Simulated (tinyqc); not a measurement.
k.p theory built from an empirical-pseudopotential calculation at Gamma, step by step. Values are carried at full precision from step to step, so a last printed digit may differ when a step is redone from the rounded ones.

Empirical pseudopotential on the fcc lattice, atoms at +/- tau, tau = a (1,1,1)/8, no spin-orbit coupling. H(G,G') = c (2 pi/a)^2 |k + G|^2 delta + VS(q) cos(q.tau) + i VA(q) sin(q.tau), q = G - G', c = hbar^2/2m0; k and G in units of 2 pi/a; VS at |q|^2 = 3, 8, 11 and VA at 3, 4, 11, in rydberg, zero elsewhere. The basis is fixed: all 65 G with |G|^2 up to Gcut. Energies are counted from the fourth level at Gamma.

Constants: hbar^2/2m0 = 3.80998211 eV angstrom^2; Ry = 13.60569312 eV.

Values chosen for the exercise (near those of GaSb; the results hold for these values, not for the real material): a = 6.104 angstrom (lattice constant); VS = (-0.222, 0, 0.051) Ry (symmetric form factors); VA = (0.058, 0.051, 0.012) Ry (antisymmetric form factors); Gcut = 16 (2 pi/a)^2 (largest |G|^2 of the fixed basis).

## Levels at Gamma

Diagonalise H at k = 0 and group equal levels.

Multiplets at Gamma:
```
multiplet  degeneracy    E (eV)
1                   1  -10.6958
2                   3    0.0000
3                   1    0.7084
4                   3    4.3204
5                   1    7.5670
6                   2    8.0549
7                   3   11.8209
8                   1   13.0584
9                   3   23.8532
```

The lowest empty multiplet is a singlet at 0.708 eV; the lowest empty singlet (s-like) is multiplet 3.

## Mass of the s-like conduction level (multiplet 3)

For a multiplet A of d_A states, W(B) = (4 c/(3 d_A)) sum over n in A, m in B and i = x, y, z of |<n|G_i|m>|^2 (G in 1/angstrom, <n|G_i|m> = sum_G c_n(G)* G_i c_m(G)); the mean inverse mass of A is 1 + sum_B W(B)/(E_A - E_B). Multiplets with W = 0 are left out.

List the couplings (the first eight at most); W to the valence triplet is the Kane energy Ep.

Couplings:
```
multiplet B  degeneracy  E_B (eV)   W (eV)  W/(E_A - E_B)
2                     3    0.0000  15.1871        21.4398
4                     3    4.3204   0.0689        -0.0191
7                     3   11.8209   0.2180        -0.0196
10                    3   24.0320   0.4570        -0.0196
12                    3   24.3069   0.1942        -0.0082
15                    3   35.7751   0.0432        -0.0012
17                    3   36.5714   0.0002         0.0000
19                    3   37.3522   0.0077        -0.0002
```

sum over the higher multiplets = -0.0012
1/m = 22.3707

Ep = 15.19 eV. The valence triplet gives 21.44, all other levels together -0.07; m = 0.0447, against 0.0446 for two levels alone.

## Valence parameters

Fold all other levels onto the valence triplet: D(u) = c + 4 c^2 sum_m <n|u.G|m><m|u.G|n'>/(0 - E_m), in units of c. Along [100] its eigenvalues are L (once) and M (twice); along [111] (L + 2M + 2N)/3 (once) and (L + 2M - N)/3 (twice). Then g1 = -(L + 2M)/3, g2 = -(L - M)/6, g3 = -N/6.

eigenvalues along [100]: -21.843  -1.780  -1.780

eigenvalues along [111]: -23.862  -0.771  -0.771

L, M, N: -21.843  -1.780  -23.091

g1, g2, g3: 8.468  3.344  3.849

With spin-orbit coupling added at fixed g1, g2, g3 and large against the hole energy these give heavy and light masses along [100] of 0.562 and 0.066. The s-like level alone adds Ep/(3E) = 7.15 to g1. Local form factors fix Ep and the gap only roughly, so these values can lie far from measured ones.

## Checks

- 1/m of the s-like level from the sum against the curvature of the band: both 22.37.
- L and M against the curvatures along [100]: largest relative difference 5.1e-06.

Run: tinyqc, `OMP_NUM_THREADS=1 python tinyqc.py 1080964 1080965 out.jsonl`; Intel(R) Xeon(R) Processor @ 2.30GHz, one thread, shared host; about 0.3 s of CPU time with all checks.
